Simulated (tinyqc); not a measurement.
Inside a calculation: strained quantum well: band edges, subbands and transparency. Values are carried at full precision from step to step, so a last printed digit may differ when a step is redone from the rounded ones.

Growth on (001), barriers unstrained: tr(e) = e (2 - nu2), Z = b e (1 + nu2); Ec = Ev + Eg + ac tr(e), E_HH = Ev + av tr(e) + Z, E_LH = Ev + av tr(e) - Z (coupling to the split-off band left out).

Constants: hbar^2/2m0 = 3.80998211 eV angstrom^2; hc = 1239.841984 eV nm; kB = 8.617333262e-05 eV/K.

Parameters, chosen for this exercise (near those of an InGaAs/InP well; shifted at random, so the results belong to these values and not to a real crystal):
- e = -0.0051 (strain in the plane)
- nu2 = 1.01 (2 C12/C11)
- Eg = 0.641 eV (unstrained gap of the well)
- Ev = -0.581 eV (its valence edge)
- ac = -5.9 eV
- av = 1.06 eV (Ev moves by av tr(e))
- b = -1.88 eV (shear potential)
- Egb = 1.35 eV (gap of the barrier)
- Evb = -0.94 eV (its valence edge)
- L = 78 angstrom (well width)
- me = 0.0398 m0 (electron mass)
- g1 = 14.92 (gamma1)
- g2 = 5.99 (gamma2)
- meb = 0.08 m0
- g1b = 5.08
- g2b = 1.6
- T = 250 K (temperature)
- Br = 2.3 x 1e-4 cm^2/s (two-dimensional radiative coefficient)

## Strained band edges and offsets

Give tr(e), Z, the edges Ec, E_HH, E_LH and the well depths against the barrier.

tr(e) = -0.00505
Z = 0.0193 eV

Ec, E_HH, E_LH (eV): 0.0898  -0.5671  -0.6056

depths for e, HH, LH (eV): 0.3202  0.3729  0.3344

The well is under compression, which puts HH on top, by 39 meV; the gap becomes 0.6569 eV, +16 meV from the unstrained one.

## Subband edges

Masses along z: me, 1/(g1 - 2 g2) for HH, 1/(g1 + 2 g2) for LH, likewise in the barrier; in the plane me, 1/(g1 + g2) for HH and 1/(g1 - g2) for LH (no mixing, which understates the hole masses away from k = 0). Level n solves k L + 2 atan[(k/m)/(kappa/mb)] = n pi, k = sqrt(m E/c), kappa = sqrt(mb (V - E)/c), c = hbar^2/2m0.

Up to three electron, four HH and two LH levels, on the common energy scale, with their masses in the plane.

Subbands:

| level | E (eV) | m in the plane |
|---|---|---|
| e1 | 0.1495 | 0.0398 |
| e2 | 0.3305 | 0.0398 |
| hh1 | -0.5802 | 0.0478 |
| hh2 | -0.6197 | 0.0478 |
| lh1 | -0.6601 | 0.1120 |
| hh3 | -0.6853 | 0.0478 |
| hh4 | -0.7762 | 0.0478 |
| lh2 | -0.8486 | 0.1120 |

lowest transition = 0.7298 eV
wavelength hc/E = 1699.0 nm

The top hole level is hh1, so the edge is mainly TE polarised; hh2 lies 39 meV lower.

## Transparency density

Transparency (Bernard-Duraffourg): Fc - Fv equals the lowest transition energy with n = p, n = sum m/(2 pi c) kB T ln(1 + exp((Fc - E)/kB T)) and p likewise over the listed subbands; c = hbar^2/2m0, 1/angstrom^2 = 1e16/cm^2.

Solve for u = (Fc - e1)/kB T; give n_tr, the share of holes in the top subband and the current e Br n_tr^2 (e = 1.602177e-19 C).

u = 0.303
n_tr = 0.307 x 1e12/cm^2
share = 0.776
current density = 3.5 A/cm^2

For mirror-image bands u = 0 and n_tr = me kB T ln2/(2 pi c) = 0.248 x 1e12/cm^2; the heavier or more numerous hole states raise it by a factor 1.24.

## Checks

- Transparency for equal single subbands against m kB T ln2/(2 pi c): both 0.3743.

tinyqc: `OMP_NUM_THREADS=1 python tinyqc.py 1282732 1282733 out.jsonl`; about 0.02 s, one thread, shared Intel(R) Xeon(R) Processor @ 2.30GHz.
